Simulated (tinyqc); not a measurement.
From results back to parameters: cylindrical quantum wire. Five cases, with inputs chosen for the exercise.

Problem. For a hard-walled cylinder E = c (x/R)^2/mw, c = hbar^2/2m0, with x = 2.404826 for (1,0) and 3.831706 for (1,1). The spacing of these subbands was computed from a hidden radius.

Constants: hbar^2/2m0 = 3.80998211 eV angstrom^2.

Case 1.

Values chosen (out of a larger set: near those of an InGaAs wire in InP; not measured data): mw = 0.0408 m0 (mass inside).

spacing = 44.274 meV

Case 2.

Values chosen (out of a larger set: near those of an InGaAs wire in InAlAs; not measured data): mw = 0.0401 m0 (mass inside).

spacing = 78.170 meV

Case 3.

Values chosen (out of a larger set: near those of a GaAs wire in AlGaAs; not measured data): mw = 0.0683 m0 (mass inside).

spacing = 110.582 meV

Case 4.

Values chosen (out of a larger set: near those of a non-polar GaN wire in AlGaN; not measured data): mw = 0.2 m0 (mass inside).

spacing = 52.176 meV

Case 5.

Values chosen (out of a larger set: near those of a non-polar GaN wire in AlN; not measured data): mw = 0.205 m0 (mass inside).

spacing = 572.271 meV

Find: R; E(1,0).

Solution. R = sqrt(c (3.831706^2 - 2.404826^2)/(mw x spacing)).

Case 1.

R = 137.0 angstrom
E(1,0) = 0.0288 eV

Case 2.

R = 104.0 angstrom
E(1,0) = 0.0508 eV

Case 3.

R = 67.0 angstrom
E(1,0) = 0.0719 eV

Case 4.

R = 57.0 angstrom
E(1,0) = 0.0339 eV

Case 5.

R = 17.0 angstrom
E(1,0) = 0.3719 eV

Computed by tinyqc, one run a case: `OMP_NUM_THREADS=1 python tinyqc.py N N+1 out.jsonl` with N = 1281211, 1281443, 1281619, 1281765, 1281976; one thread of a shared Intel(R) Xeon(R) Processor @ 2.30GHz, about 0.03 s a run at most.
